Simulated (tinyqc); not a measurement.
Strain-driven roughening and islands of a mismatched epitaxial film: one step, computed by the program tinyqc.

Film and substrate share isotropic elastic constants; the film is coherent and biaxially strained.

Problem. Island nucleation. Shallow faceted island (Tersoff form): E = 4 Gam V^(2/3) tan^(1/3)(theta) - 6 c V tan(theta), Gam = gamma [x/sin(theta) - 1/tan(theta)], x the facet energy over gamma, c = stress^2 (1 - nu)/(2 pi G). The barrier is the maximum of E, at V_c = [4 Gam/(9 c)]^3 / tan^2(theta) (1 GPa nm = 1 J/m^2).

Inputs (values chosen for the exercise, modelled on In(0.5)Ga(0.5)As on GaAs):

| quantity | value | unit |
|---|---|---|
| shear modulus G | 36.9 | GPa |
| Poisson ratio nu | 0.31 | - |
| surface energy gamma | 0.769 | J/m^2 |
| contact angle of the shallow shape theta_1 | 9.02 | degrees |
| contact angle of the steep shape theta_2 | 26.1 | degrees |
| facet energy of shape 1 over gamma | 1.01 | - |
| facet energy of shape 2 over gamma | 1.05 | - |

stress = 4.777855 GPa

Constants: e = 1.602176634e-19 C.

Give: c; Gam of shape 1; critical volume, shape 1; barrier, shape 1; Gam of shape 2; critical volume, shape 2; barrier, shape 2.

Solution.

c = 0.06794 GPa

Gam of shape 1 = 0.1097 J/m^2

critical volume, shape 1 = 14.67 nm^3

barrier, shape 1 = 2.962 eV

Gam of shape 2 = 0.2656 J/m^2

critical volume, shape 2 = 21.87 nm^3

barrier, shape 2 = 13.63 eV

The shallow shape has the lower barrier. Each barrier is a third of the surface term at V_c and scales as Gam^3/c^2, that is as f^(-4).
